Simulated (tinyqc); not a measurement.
## Input admittance of a MOSFET at zero drain bias: distributed channel and distributed gate: input impedance against frequency

Source and drain grounded, strong inversion, w = 2 pi f, Cox = eps0 eox/tox. The channel is an RC line of resistance 1/(mu Cox Vo) per square fed from both ends, so one finger has the intrinsic admittance y = i w Cox L tanh(g)/g per width, g = (1/2) sqrt(i w tau), tau = L^2/(mu Vo). The vertical resistance rv/L is in series with y, the overlaps 2 i w Cov in parallel: y_t = 1/(1/y + rv/L) + 2 i w Cov. The gate strip is a line of Rsh/L per length loaded by y_t, so a finger has Y = y_t Wf tanh(k)/k, k = (Wf/sd) sqrt(y_t Rsh/L); the device has Nf Y.

Low-frequency limits, with c = Cox L and ct = c + 2 Cov: R_strip = Rsh Wf/(3 sd^2 L Nf), R_ch = (c/ct)^2 L/(12 mu Cox Vo Wf Nf), R_vert = (c/ct)^2 rv/(L Wf Nf), C = ct Wf Nf. Z = 1/(Nf Y) = R + 1/(i w C), Q = |Im Z|/R, far-point signal |1/cosh k|.

Inputs (values chosen for the exercise); values of the order met in silicon radio-frequency transistors: relative permittivity of the gate insulator (close to silicon nitride) eox = 7.53; insulator thickness tox = 14 nm; channel length L = 0.41 um; finger width Wf = 1.5 um; number of fingers Nf = 64; channel mobility mu = 390 cm^2/(V s); gate overdrive Vo = 0.57 V; sheet resistance of the gate Rsh = 12 ohm/square; vertical resistivity of the gate stack rv = 0 ohm um^2; number of ends at which a finger is contacted sd = 1; overlap and fringe capacitance on each side Cov = 0.23 fF/um.

Constants: eps0 = 8.8541878128e-14 F/cm where lengths are in cm. Results are converted to the units shown.

The same in every row: low-frequency R (ohm) = 2.431.

Input impedance against frequency:
```
f (GHz)	w tau	|k|	R (ohm)	C (fF)	Q	signal at the far point
0.2	0.009503	0.01413	2.431	231.6	1414	1.000
0.5	0.02376	0.02234	2.431	231.6	565.4	1.000
1	0.04751	0.03159	2.431	231.6	282.7	1.000
3	0.1425	0.05472	2.431	231.6	94.24	1.000
8	0.3801	0.08934	2.430	231.5	35.36	0.9999
20	0.9503	0.1410	2.428	231.1	14.18	0.9993
50	2.376	0.2207	2.416	228.8	5.759	0.9960
100	4.751	0.3021	2.373	220.9	3.035	0.9865
300	14.25	0.4380	2.017	171.3	1.536	0.9518
```

What does the comparison show?

R falls from 2.43 to 2.02 ohm and C falls from 232 to 171 fF. Q goes as f^(-1.00) between the first two rows and f^(-0.62) between the last two, where w tau = 14.3 and |k| = 0.438. The low-frequency limits hold both R and C within 5 % up to f = 100 GHz among the rows.

tinyqc, about 0.01 s, one thread, Intel Xeon 2.30GHz (shared host): `OMP_NUM_THREADS=1 python tinyqc.py 2262141 2262142 out.jsonl`
